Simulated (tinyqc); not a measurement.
One rectangular barrier with mass mismatch, transfer matrices: effect of the barrier width.

One electron of energy E comes from the left lead (band edge 0); no transverse momentum. Parabolic bands, masses in units of m0, C = hbar^2/(2 m0); psi and psi'/m are continuous at every interface. The right lead equals the left one.

For the pair (psi, psi'/m) a flat layer has M = [[cos kd, (m/k) sin kd], [-(k/m) sin kd, cos kd]] with k = sqrt(m (E - U)/C) above its edge U, and M = [[cosh Kd, (m/K) sinh Kd], [(K/m) sinh Kd, cosh Kd]] with K = sqrt(m (U - E)/C) below it. The matrices are multiplied with later layers to the left. With M acting on (psi, psi'/m) and v = k/m in each lead, T(E) = 4 vL vR/[(vL vR M12 - M21)^2 + (vR M11 + vL M22)^2]. For a thick barrier T(E) tends to c exp(-2Kd), c = 16 g^2/(1 + g^2)^2, g = (K/m1)/vL.

Parameters, values chosen for the exercise; masses and offsets close to those of InGaAs wells and InP barriers:
```
symbol  value  unit                meaning
mL       0.04    m0  mass in the left lead
U1       0.24    eV         barrier height
m1      0.082    m0           barrier mass
E       0.025    eV        electron energy
```

Constants: q = 1.602176634e-19 C, hbar = 1.054571817e-34 J s, m0 = 9.1093837015e-31 kg, hbar^2/(2 m0) = 0.0380998212 eV nm^2. Results are converted to the units shown.

Effect of the barrier width:

| d1 (nm) | K d | T(E) | c exp(-2Kd) |
|---|---|---|---|
| 0.44 | 0.2993 | 0.8707 | 1.367 |
| 1.12 | 0.7619 | 0.4698 | 0.5419 |
| 1.8 | 1.224 | 0.2047 | 0.2149 |
| 2.48 | 1.687 | 0.08369 | 0.08518 |
| 3.16 | 2.150 | 0.03355 | 0.03377 |
| 3.84 | 2.612 | 0.01336 | 0.01339 |
| 4.52 | 3.075 | 0.005304 | 0.005309 |
| 5.2 | 3.537 | 0.002104 | 0.002105 |
| 5.88 | 4.000 | 8.344e-4 | 8.346e-4 |

T(E) falls from 0.871 to 8.34e-4. Here g = 2.05 and c = 2.49. The thick-barrier form is 57 % above the exact value at Kd = 0.30 and 0.016 % above it at Kd = 4.0; at the end T(E) loses 0.591 decades a nanometre, against 2K/ln 10 = 0.591. In 1 of the 9 rows a layer is thinner than 0.8 nm, a few atomic planes, where an effective mass is a rough description.

Numbers from tinyqc (`OMP_NUM_THREADS=1 python tinyqc.py 2560006 2560007 out.jsonl`; about 0.01 s on one thread of a shared Intel Xeon 2.30GHz).
